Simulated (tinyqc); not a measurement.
Electron-beam lithography: double-Gaussian proximity function, edge placement and dose correction for parallel lines. Changing the width of the test line. Computed by tinyqc, a small Python program. Command: `OMP_NUM_THREADS=1 python tinyqc.py 3112447 3112448 out.jsonl proximity sweep`. One thread of a shared host (Intel(R) Xeon(R) Processor @ 2.30GHz), about 0.01 s of CPU time with the checks.

Lines are infinitely long. Absorbed energy is counted so that the middle of a very large area written at dose 1 receives 1; the resist develops where it exceeds 1/2.

Inputs (values chosen for the exercise, of the order of those for 20 keV electrons in resist on silicon): forward range alpha = 0.017 micrometre; backscatter ratio eta = 0.58; base dose D0 = 410 microcoulomb/cm^2; pattern density around the test line = 0.35.

Method. A test line of width w << beta in surroundings of density rho, all at dose d: near its edge E(x) = d [S + eta rho]/(1 + eta), S = [erf((b - x)/alpha) - erf((a - x)/alpha)]/2 for edges a and b, the second term being the background energy. Dose to size d_s = (1 + eta)/(erf(w/alpha) + 2 eta rho), dose = d_s D0; edge slope d [1 - exp(-w^2/alpha^2)]/(sqrt(pi) alpha (1 + eta)); width change per 1 % of dose = 2 x 0.01 x (1/2)/slope.

One run for each value:
```
width of the test line (micrometre)  dose to size d_s  width change per 1 % of dose (nm)  edge slope (1/nm)
0.0068                                          1.894                              1.700            0.00588
0.0110                                          1.511                              0.921            0.01086
0.0180                                          1.242                              0.568            0.01759
0.0290                                          1.137                              0.443            0.02257
0.0770                                          1.124                              0.424            0.02360
0.1300                                          1.124                              0.424            0.02360
0.2000                                          1.124                              0.424            0.02360
```

Give the missing row, width of the test line (micrometre) = 0.0470.

Computed row:
```
width of the test line (micrometre)  dose to size d_s  width change per 1 % of dose (nm)  edge slope (1/nm)
0.0470                                          1.124                              0.424            0.02359
```

Interpolating between the two neighbouring rows (the first column on a logarithmic scale, the others too where they are positive) misses by up to 2.2 %. Over the rows, dose to size d_s falls from 1.89 to 1.12, flat over part of the range; width change per 1 % of dose (nm) falls from 1.70 to 0.424, flat over part of the range; edge slope (1/nm) rises from 0.00588 to 0.0236, flat over part of the range. Forward scattering raises the dose needed once w falls below about 1.5 alpha, where erf(w/alpha) drops visibly below 1.
